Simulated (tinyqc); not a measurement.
MOSFET in the linear regime without short-channel effects, parameter extraction from computed curves: extraction methods against the temperature.

Inversion charge Q = Cox n Vt W0(exp((Vg - VT)/(n Vt))), W0 the Lambert function and n = nf; u = Q/Cox; mobility mu = mu0/(1 + th1 u + th2 u^2); channel resistance Rch = (L - dL)/(W mu Q); Id = Vd/(Rch + Rsd/W). Cox = eps0 eox/tox. Small Vd, no channel-length or drain effects.

From the continuous curve Id(Vg): tangent at peak gm (V_ext = Vg - Id/gm); constant current Id = 0.1 uA W/L; peak of d2Id/dVg2; Y = Id/sqrt(gm) drawn through Vg = VT + 0.6 and VT + 0.8 V, with intercept VT_Y and slope s. Mobilities gm,max L/(W Cox Vd) and s^2 L/(W Cox Vd) with the drawn L. Last column: share of Rsd/W in the total resistance at VT + 0.8 V.

Inputs (values chosen for the exercise); channel values of the order met in silicon transistors: relative permittivity of the gate insulator (close to silicon dioxide) eox = 3.9; insulator thickness tox = 3.7 nm; low-field mobility mu0 = 89 cm^2/(V s); first mobility attenuation factor th1 = 0.18 1/V; second mobility attenuation factor th2 = 0.16 1/V^2; threshold voltage VT = 0.69 V; body factor nf = 1.05; gate width W = 10 um; drawn gate length L = 0.83 um; drawn less effective length dL = 0.014 um; source plus drain resistance Rsd = 510 ohm um; drain voltage Vd = 0.01 V.

Constants: q = 1.602176634e-19 C, kB = 1.380649e-23 J/K, Vt = kB T/q, eps0 = 8.8541878128e-14 F/cm where lengths are in cm. Results are converted to the units shown.

Extraction methods against the temperature:
```
T (K),V_ext (V),constant current (V),second derivative (V),VT_Y (V),mobility from gm (cm^2/(V s)),mobility from Y (cm^2/(V s)),series share (%)
77,0.699,0.832,0.689,0.759,80.5,111,3.13
110,0.701,0.837,0.688,0.763,78.6,109,3.10
150,0.702,0.842,0.687,0.766,76.7,107,3.07
220,0.704,0.848,0.685,0.770,74.0,104,3.02
300,0.704,0.853,0.683,0.773,71.5,101,2.96
370,0.703,0.855,0.682,0.774,69.6,97.8,2.92
450,0.701,0.857,0.679,0.773,67.6,94.7,2.88
```

The model has VT = 0.69 V and mu0 = 89 cm^2/(V s). Over the table the extracted thresholds move by 4.7 mV (tangent), 25 mV (constant current), 9.0 mV (second derivative), 15 mV (Y function). The mobility from gm falls from 80.5 to 67.6 and that from Y falls from 111 to 94.7 cm^2/(V s).

tinyqc, about 0.01 s, one thread, Intel Xeon 2.30GHz (shared host): `OMP_NUM_THREADS=1 python tinyqc.py 2210121 2210122 out.jsonl`
